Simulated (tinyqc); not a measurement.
Undoped symmetric double-gate MOSFET, analytic potential model: effect of the temperature.

An undoped body of thickness ts between two equal insulators and tied gates; long channel, electrons only, n = ni exp((psi - V)/Vt) with V the quasi-Fermi potential (0 at the source, Vd at the drain), constant mobility, no quantisation. Across the body psi(x) = V - 2 Vt ln[(ts/(2 beta)) sqrt(q ni/(2 eps0 eps_r Vt)) cos(2 beta x/ts)], x from the centre. Q is the electron charge per area of the whole body.

Nc and Nv are given at 273 K and scale as (T/273 K)^1.5; Eg and mu are held fixed. ni = sqrt(Nc Nv) exp(-Eg/(2 Vt)), Eg in volts; r = eps_r tox/(eox ts); V0 = dphi + 2 Vt ln[(2/ts) sqrt(2 eps0 eps_r Vt/(q ni))]. beta (between 0 and pi/2) solves (Vg - V0 - V)/(2 Vt) = ln(beta) - ln(cos beta) + 2 r beta tan(beta). Q = 8 eps0 eps_r Vt beta tan(beta)/ts; I = mu (1/L)(4 eps0 eps_r/ts)(2 Vt)^2 [g(beta_s) - g(beta_d)] per width, g = beta tan(beta) - beta^2/2 + r beta^2 tan^2(beta), with beta_s at V = 0 and beta_d at V = Vd.  I(low) is taken at Vg = 0.21 V, Qs and I(high) at Vg = 0.96 V.

Parameters, values chosen for the exercise; material values those of a made-up semiconductor: band gap Eg = 1.01 eV; relative permittivity of the semiconductor eps_r = 14.9; conduction-band density of states at the reference temperature Nc = 2.56e19 cm^-3; valence-band density of states at the reference temperature Nv = 1.75e19 cm^-3; relative permittivity of the gate insulator eox = 25.1; insulator thickness tox = 12 nm; body thickness ts = 10 nm; gate work function less that of the intrinsic body dphi = 0.02 V; channel mobility mu = 100 cm^2/(V s); gate length L = 0.2 um; drain voltage Vd = 0.05 V.

Constants: q = 1.602176634e-19 C, kB = 1.380649e-23 J/K, Vt = kB T/q, eps0 = 8.8541878128e-14 F/cm where lengths are in cm. Results are converted to the units shown.

Results:
```
T (K)  V0 (V)  I(low) (nA/um)  Qs(high) (nC/cm^2)  I(high) (uA/um)
220    0.4775        0.001313                1502            35.43
250    0.4696         0.01289                1511            35.68
280    0.4616         0.07946                1522            35.98
310    0.4535          0.3509                1535            36.32
340    0.4452           1.210                1550            36.71
370    0.4368           3.452                1566            37.13
430    0.4197           18.55                1602            38.05
```

Estimate the missing row, T = 400 K.

Computed row:
```
T (K)  V0 (V)  I(low) (nA/um)  Qs(high) (nC/cm^2)  I(high) (uA/um)
400    0.4283           8.494                1583            37.58
```

With this row back in the table: As T goes from 220 to 430 K, I(low) rises from 0.00131 to 18.6 nA/um and I(high) rises from 35.4 to 38.1 uA/um. V0 falls from 0.477 to 0.420 V. In every row the surface density at the source at the higher gate voltage passes 0.3 Nc, where Boltzmann statistics fail. In every row the mobility is held fixed, though a real one changes with T.

Program tinyqc, `OMP_NUM_THREADS=1 python tinyqc.py 2440157 2440158 out.jsonl`; Intel Xeon 2.30GHz, shared host, one thread, about 0.03 s.
